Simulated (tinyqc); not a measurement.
Inside a calculation: bond-orbital model of a tetrahedral semiconductor (Harrison's universal couplings). Values are carried at full precision from step to step, so a last printed digit may differ when a step is redone from the rounded ones.

Hybrid level eh = (es + 3 ep)/4; metallic energy V1 = (ep - es)/4 for each atom; covalent energy V2 = 3.22 hbar^2/(m d^2); polar energy V3 = (ehc - eha)/2; hbar^2/m = 2c, c = hbar^2/2m0. Polarity ap = V3/sqrt(V2^2 + V3^2), covalency ac = V2/sqrt(V2^2 + V3^2). p-p coupling at Gamma Exx = (4/3)(2.22 - 2 x 0.63) hbar^2/(m d^2) = 1.28 hbar^2/(m d^2), s-s coupling Ess = 4 x 1.32 hbar^2/(m d^2).

Constants: hbar^2/2m0 = 3.80998211 eV angstrom^2.

Values chosen for the exercise (near tabulated values for ZnSe; the model gives trends, and its gaps can be far from the real ones; the results hold for these values, not for the real material): esc = -7.85 eV (s level, cation); epc = -4 eV (p level, cation); esa = -22.55 eV (s level, anion); epa = -10.71 eV (p level, anion); d = 2.45 angstrom (bond length); Z = 6 (valence electrons of the anion).

## The three energies

Form the hybrid levels, V1, V2 and V3.

hbar^2/(m d^2) = 1.2695 eV

hybrid levels (eV): cation -4.9625, anion -13.6700

V1 (eV): cation 0.9625, anion 2.9600

V2, V3 (eV): 4.0877  4.3537

## Bond and antibond

The 2 x 2 problem [[ehc, -V2], [-V2, eha]] gives (ehc + eha)/2 -/+ sqrt(V2^2 + V3^2); ap = V3/sqrt(V2^2 + V3^2), ac = V2/sqrt(V2^2 + V3^2); the bond has weight (1 + ap)/2 on the anion.

levels (eV): bond -15.2882, antibond -3.3443

ap = 0.7290
ac = 0.6845
weight on the anion = 0.8645

## Charges

With dZ = Z - 4: effective charge Z* = 4 ap - dZ (positive on the cation); transverse charge eT* = Z* + (8/3) ap ac^2.

Z* = 0.916 e
eT* = 1.827 e

Charge that flows along the bonds as they stretch adds 0.91 e to the static value.

## Metallicity and a gap from the bond picture

Neighbouring bonds couple through V1: averaged V1b = V1c (1 - ap)/2 + V1a (1 + ap)/2 for the bond band and V1x = V1c (1 + ap)/2 + V1a (1 - ap)/2 for the antibond band. The top of the bond band lies V1b above the bond level and the bottom of the antibond band 3 V1x below the antibond level, so the gap is 2 sqrt(V2^2 + V3^2) - V1b - 3 V1x; metallicity am = (V1b + 3 V1x)/(2 sqrt(V2^2 + V3^2)).

V1b, V1x (eV): 2.6894  1.2331

gap = 5.555 eV
am = 0.535

The gap closes where am reaches one. The model gives trends; its gap can miss the real one by a factor of two to five, most in ratio for narrow gaps and most in eV for first-row compounds.

## Band edges at Gamma

Ev is the lower root of [[epa, Exx], [Exx, epc]] and the s-like conduction level the upper root of [[esa, Ess], [Ess, esc]], with Exx = 1.28 u and Ess = 5.28 u, u = hbar^2/(m d^2).

Exx, Ess (eV): 1.6249  6.7028

Ev = -11.083 eV
s-like conduction level = -5.253 eV
E0 gap = 5.830 eV

Universal couplings give the trend of E0 from compound to compound, not its value; it can miss by several eV and by a factor of two or more, and spin-orbit coupling is left out.

## Checks

- Bond level from the formula against the 2 x 2 matrix: both -15.2882.

Program tinyqc; command `OMP_NUM_THREADS=1 python tinyqc.py 1480270 1480271 out.jsonl`; about 0.01 s on one thread of a shared Intel(R) Xeon(R) Processor @ 2.30GHz.
